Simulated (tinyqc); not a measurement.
Worked calculation: surface photovoltage measurement of the minority-carrier diffusion length in a wafer. Computed by tinyqc, a small Python program that keeps every step. Command: `OMP_NUM_THREADS=1 python tinyqc.py 3130327 3130328 out.jsonl spv walk`. One thread of a shared host (Intel(R) Xeon(R) Processor @ 2.30GHz), about 0.01 s of CPU time with the checks. Intermediate numbers are printed to about 6 digits and carried at full precision; extremes and crossings named in words are read from the listed rows.

Low injection, steady light, a depletion layer much thinner than 1/alpha and L. The excess density dn is taken at the front edge of the neutral region; light that reaches the back is lost.

Inputs (values chosen for the exercise, modelled on p-type silicon at room temperature): diffusion length L = 56 micrometre; wafer thickness W = 625 micrometre; diffusivity D = 30.5 cm^2/s; front recombination velocity S_f = 8400 cm/s; back recombination velocity S_b = 1000 cm/s; photon flux entering = 2.3e+11 1/(cm^2 s); minority density at the surface barrier scale n_0 = 3.5e+09 1/cm^3; temperature T = 298 K; wavelength = 931 nm; relative noise of each reading = 0.2 %; diffusion length after pair splitting over L = 0.66; iron factor C = 1.02e+16 micrometre^2/cm^3.

Constants: k_B = 8.617333262e-05 eV/K.

## One wavelength

alpha = (84.732/lambda - 76.417)^2 per cm with lambda in micrometre (an empirical fit for silicon between 0.7 and 1.05 micrometre). Thick wafer: dn = Phi L/((S_f + D/L)(L + 1/alpha)). Finite wafer, with s = S_b L/D, w = W/L, a = alpha L: dn = [Phi a/(a^2 - 1)] [a - B - exp(-alpha W)(a - s)/(cosh w + s sinh w)]/(S_f + B D/L), B = (sinh w + s cosh w)/(cosh w + s sinh w). Photovoltage V = (k_B T/e) ln(1 + dn/n_0). Lifetime = L^2/D.

alpha = 213.009 1/cm

penetration depth 1/alpha = 46.9465 micrometre

dn, thick wafer = 9.03580e+06 1/cm^3

B = 1.000000

dn, finite wafer = 9.03580e+06 1/cm^3

photovoltage V = 0.0662106 mV

lifetime = 1.02820 microsecond

## The linear plot

normal deviates g for the noise: [-0.61, 1.48, -0.47, 0.11, 0.67, 1.00, -0.73]

Readings y = (Phi/dn) (1 + noise x g) at 780, 830, 880, 920, 950, 975 and 995 nm; a least-squares line y = c (1/alpha + L_app) gives L_app = intercept/slope.

Readings:
```
lambda (nm)  1/alpha (micrometre)  y (cm/s)  line (cm/s)
780                         9.636   16209.3      16248.7
830                        15.176   17650.9      17617.0
880                        25.330   20090.5      20125.2
920                        40.658   23904.6      23911.4
950                        61.278   29036.8      29005.0
975                        90.917   36399.1      36326.3
995                       130.888   46141.9      46199.6
```

slope = 247.015 cm/(s micrometre)

apparent length L_app = 56.1435 micrometre

error of L_app (rounded to 0.001) = 0.256 %

At W/L = 11.2 the finite thickness shifts L_app by less than 0.05 %. S_f scales all readings alike and leaves L_app unchanged.

## Where the wafer is too thin

No noise; L is varied at fixed W, and the last two columns set S_b to 0 and to 1e7 cm/s.

Apparent length (micrometre):
```
L           W/L  given S_b  S_b = 0  S_b = 1e7
31.2    20.0321     31.200    31.20     31.200
62.5    10.0000     62.500    62.50     62.500
125.0    5.0000    125.039   125.11    124.854
188.0    3.3245    188.367   190.02    185.706
312.0    2.0032    310.510   338.14    285.537
500.0    1.2500    463.107   647.19    376.131
812.0    0.7697    610.296  1396.39    438.235
1310.0   0.4771    703.590  3034.83    468.945
2500.0   0.2500    758.508  7352.90    484.662
```

With a fast back surface L_app levels off, at 485 micrometre in the last row; with a passive one it reaches up to 2.94 times L among these rows and is 7350 in the last. All three columns are within 5 % of L down to W/L = 3.3.

## Iron from two lengths

Splitting iron-boron pairs in boron-doped silicon shortens L; with nothing else changing, [Fe] = C (1/L_after^2 - 1/L^2). It is evaluated with the true lengths and with the apparent ones (without noise), which differ when the wafer is not thick against L.

L_after = 36.96 micrometre

[Fe] from the true lengths = 4.21428e+12 1/cm^3

[Fe] from the apparent lengths = 4.21428e+12 1/cm^3

bias, apparent over true less 1 (rounded to 0.001) = 0 %

Checks made by the program: dn against a finite-difference solution (relative difference 3e-06).
